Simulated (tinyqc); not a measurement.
Grain growth, pinning, strength and diffusional creep of a polycrystal or thin film: one step, computed by the program tinyqc. Command: `OMP_NUM_THREADS=1 python tinyqc.py 3026777 3026778 out.jsonl grain walk`. One thread of a shared host (Intel(R) Xeon(R) Processor @ 2.30GHz), about 0.01 s of CPU time with the checks.

One mean grain size d describes the structure.

Problem. Diffusional creep at T_c. Nabarro-Herring rate = 14 sigma Omega D_l/(k_B T d^2), D_l = D0 exp(-Q_l/(k_B T)); Coble rate = 14 pi sigma Omega delta D_b/(k_B T d^3), delta D_b = delta D0b exp(-Q_b/(k_B T)); they are equal at d_x = pi delta D_b/D_l.

Inputs (values chosen for the exercise, modelled on nickel):

| quantity | value | unit |
|---|---|---|
| atomic volume Omega | 10.94 | angstrom^3 |
| anneal temperature T | 550 | K |
| lattice diffusion energy Q_l | 3.02 | eV |
| boundary diffusion energy Q_b | 1.19 | eV |
| lattice prefactor D0 | 9.1e-05 | m^2/s |
| boundary prefactor delta D0b | 1.9e-15 | m^3/s |
| applied stress sigma | 35 | MPa |
| service temperature T_c | 564 | K |

grain size d = 170.4339 nm

Constants: k_B = 1.380649e-23 J/K; k_B = 8.617333262e-05 eV/K.

Give: Nabarro-Herring rate; Coble rate; crossover size d_x; time to 1 % strain.

Solution.

Nabarro-Herring rate = 2.227e-18 1/s

Coble rate = 1.930e-05 1/s

crossover size d_x = 1.477e+12 micrometre

time to 1 % strain = 518.2 s

Boundary diffusion carries the creep, by a factor 8.7e12. Caution: T_c is above the anneal temperature, so the grains would go on growing in service.
